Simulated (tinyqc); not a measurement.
Worked calculation: Berg model of reactive sputtering of a nitride or oxide: poisoning, hysteresis and pumping speed. Computed by tinyqc, a small Python program that keeps every step. Command: `OMP_NUM_THREADS=1 python tinyqc.py 3024494 3024495 out.jsonl berg walk`. One thread of a shared host (Intel(R) Xeon(R) Processor @ 2.30GHz), about 0.05 s of CPU time with the checks. Intermediate numbers are printed to about 5 digits and carried at full precision; extremes and crossings named in words are read from the listed rows.

A diatomic gas reacts with bare metal on the target and on the collecting surfaces; ions remove metal and compound from the target. theta_t and theta_c are the compound fractions.

Inputs (values chosen for the exercise, close to those used for aluminium nitride):

| quantity | value | unit |
|---|---|---|
| ion current density J | 38 | mA/cm^2 |
| target area A_t | 260 | cm^2 |
| collecting area A_c | 1500 | cm^2 |
| metal yield Y_m | 0.8 | - |
| compound yield Y_c | 0.13 | - |
| sticking coefficient alpha | 0.71 | - |
| reactive atoms per metal atom z | 1 | - |
| gas mass M | 28 | u |
| pumping speed S | 63 | l/s |
| gas temperature T | 300 | K |
| reactive partial pressure P | 0.032 | Pa |

Constants: e = 1.602176634e-19 C; u = 1.6605390666e-27 kg; k_B = 1.380649e-23 J/K.

## Steady state at the pressure P

Ion flux j = J/e; gas flux F = P/sqrt(2 pi M k_B T). Target: (2/z) alpha F (1 - theta_t) = j Y_c theta_t. Sputtered flows F_c = j Y_c theta_t A_t, F_m = j Y_m (1 - theta_t) A_t. Collector: (2/z) alpha F (1 - theta_c) A_c + F_c (1 - theta_c) = F_m theta_c. Gas use Q = alpha F [(1 - theta_t) A_t + (1 - theta_c) A_c] + P S/(k_B T); 1 sccm = 4.4780e17 molecules/s. Rate R = F_m + F_c, given relative to j Y_m A_t.

ion flux j = 2.3718e+17 1/(cm^2 s)

gas flux F = 9.1993e+16 1/(cm^2 s)

theta_t = 0.80904

theta_c = 0.95553

gas use (sccm): target 7.2418, collector 9.7290, pump 1.0869

total flow Q = 18.058 sccm

rate relative to clean metal = 0.32243

The target is poisoned. The film is 95.6 % compound. Caution: here dQ/dP is negative, a branch that flow control cannot hold.

## Critical pumping speed

P is a single-valued function of the flow Q only if dQ/dP > 0 everywhere: S must exceed k_B T times the steepest fall of the surface terms with P.

pressure of the steepest fall = 0.017209 Pa

critical pumping speed = 494.92 l/s

S is 0.13 times the critical value: the flow curve is S-shaped and flow control shows hysteresis.

## The hysteresis loop

Turning points solve dQ/dP = 0; a jump keeps Q fixed; the width of the loop is the difference of the two turning flows.

Corners of the loop:

| point | P (Pa) | Q (sccm) | theta_t | theta_c | relative rate |
|---|---|---|---|---|---|
| edge of the metallic branch | 0.00992 | 22.117 | 0.56765 | 0.75371 | 0.52459 |
| landing, poisoned | 0.35981 | 22.117 | 0.97944 | 0.99954 | 0.17972 |
| edge of the poisoned branch | 0.09090 | 15.495 | 0.92329 | 0.99333 | 0.22675 |
| landing, metallic | 0.00297 | 15.495 | 0.28212 | 0.36592 | 0.76372 |

width of the loop = 6.6219 sccm

Raising the flow past 22.1 sccm drops the rate from 0.525 to 0.180; the metallic mode returns only below 15.5 sccm. The best film reachable on the metallic branch is 75 % compound, so the region between needs pressure feedback. The pressure P of the inputs lies between the turning points, where dQ/dP is negative and flow control cannot hold it.

## Flow curve at three pumping speeds

The formulas are those given above.

Pressure as the free variable:

| P (Pa) | theta_t | theta_c | relative rate | Q at S_c/4 (sccm) | Q at S_c (sccm) | Q at 2 S_c (sccm) |
|---|---|---|---|---|---|---|
| 0.00086 | 0.10222 | 0.12080 | 0.91439 | 6.142 | 6.314 | 6.544 |
| 0.00170 | 0.18372 | 0.22784 | 0.84613 | 10.733 | 11.073 | 11.527 |
| 0.00340 | 0.31042 | 0.40657 | 0.74003 | 16.800 | 17.481 | 18.388 |
| 0.00600 | 0.44270 | 0.59439 | 0.62924 | 21.002 | 22.203 | 23.804 |
| 0.01000 | 0.56970 | 0.75608 | 0.52288 | 22.444 | 24.445 | 27.113 |
| 0.01700 | 0.69238 | 0.87842 | 0.42013 | 21.463 | 24.865 | 29.401 |
| 0.02800 | 0.78755 | 0.94433 | 0.34042 | 19.576 | 25.179 | 32.650 |
| 0.04300 | 0.85059 | 0.97344 | 0.28763 | 18.291 | 26.897 | 38.371 |
| 0.06900 | 0.90134 | 0.98880 | 0.24513 | 17.954 | 31.763 | 50.175 |
| 0.14000 | 0.94881 | 0.99709 | 0.20537 | 20.619 | 48.637 | 85.993 |

At S_c/4 the flow falls with pressure in 4 of the intervals: as the target poisons, less metal arrives to getter the gas. At 2 S_c it rises throughout. Coverages and rate depend on P alone, not on S. The collector converts before the target (theta_c = 0.76 at theta_t = 0.57), since the metal is spread over a larger area and no ions clean it. The rate tends to Y_c/Y_m = 0.163.

Checks made by the program: gas taken up by surfaces against gas bound in the growing film (relative difference below 1e-10).
